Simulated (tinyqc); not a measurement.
Worked calculation: trap in a gate oxide as a short-range spherical well. Values are carried at full precision from step to step, so a last printed digit may differ when a step is redone from the rounded ones.

A spherical well of radius R and depth V0 below the conduction edge, one mass m, c = hbar^2/2m0. The s level at binding Et solves k cot(k R) = -kappa with k = sqrt(m (V0 - Et)/c), kappa = sqrt(m Et/c); it exists for V0 > Vc = c (pi/2R)^2/m. Outside, psi falls as exp(-kappa r)/r.

Constants: hbar^2/2m0 = 3.80998211 eV angstrom^2; fine-structure constant alpha = 0.007297352564; hc = 1239.841984 eV nm; kB = 8.617333262e-05 eV/K.

Values chosen for the exercise (near those of SiO2 on 4H SiC; the results hold for these values, not for the real material):
```
symbol  value  unit       meaning
R       4.8    angstrom   radius of the well
V0      4.4    eV         depth of the well
m       0.431  m0         mass
n_r     1.46              refractive index
dEc     2.61   eV         conduction offset to the channel
Fox     1.8    MV/cm      oxide field, lowering levels away from the channel
t0      26     x 1e-11 s  time constant at the interface
T       200    K          temperature
EF      -0.02  eV         Fermi level above the channel edge
x       7      angstrom   depth of the trap
```

## The bound level

Solve for Et; the share outside is [sin^2(kR)/(2 kappa)]/[sin^2(kR)/(2 kappa) + R/2 - sin(2kR)/(4k)].

Et = 2.2496 eV
k = 0.4932 1/angstrom
kappa = 0.5045 1/angstrom
share outside = 0.143
Vc = 0.947 eV

The well is 4.65 times the critical depth. Since dEt/dV0 equals the share inside, 0.86, a 1 % change of V0 moves Et by 1.7 %. The decay length is 2.0 angstrom, 0.4 times R.

## Peak of the photo-ionisation cross-section

Lucovsky model (delta well, plane-wave final states, no local-field factor): sigma = (32 pi alpha c/(3 n_r m Et)) (x - 1)^(3/2)/x^3, x = h nu/Et, c = hbar^2/2m0; 1 angstrom^2 = 1e-16 cm^2.

The maximum lies at x = 2. Give the photon energy, its wavelength and sigma there.

h nu = 4.499 eV
wavelength = 276 nm
sigma = 8.23 x 1e-18 cm^2

With 14 % of the state outside the well the delta-well form is only a rough model of this centre.

## Level, tunnelling time and occupation

Energies from the conduction edge of the channel. The trap level at depth x is E_T = dEc - Et - e Fox x (1 MV/cm = 0.01 eV/angstrom). An electron at the channel edge tunnels with the WKB exponent S = (4/3) sqrt(m/c) [dEc^(3/2) - (dEc - e Fox x)^(3/2)]/(e Fox), c = hbar^2/2m0; tau = t0 exp(S); the occupation is f = 1/(1 + exp((E_T - EF)/kB T)), tau_c = tau/f and tau_e = tau/(1 - f). Lattice relaxation is left out; a level below the channel edge needs phonons as well, so tau is then a lower bound, while a level above it can also empty elastically at its own energy, through a thinner barrier, faster than this tau.

Give E_T, S, tau and ln(tau_c/tau_e) = (E_T - EF)/kB T.

E_T = 0.234 eV
S = 7.515
tau = 4.77e-07 s
ln(tau_c/tau_e) = 14.8

The level lies 15 kB T above EF, so the trap is mostly empty. A flat barrier would give S = 2 sqrt(m dEc/c) x = 7.61.

## Checks

- Et from the radial equation on a grid against the matching condition, eV: both 2.25.

(tinyqc, `OMP_NUM_THREADS=1 python tinyqc.py 1251485 1251486 out.jsonl`, Intel(R) Xeon(R) Processor @ 2.30GHz, 1 thread, shared host, about 0.01 s.)
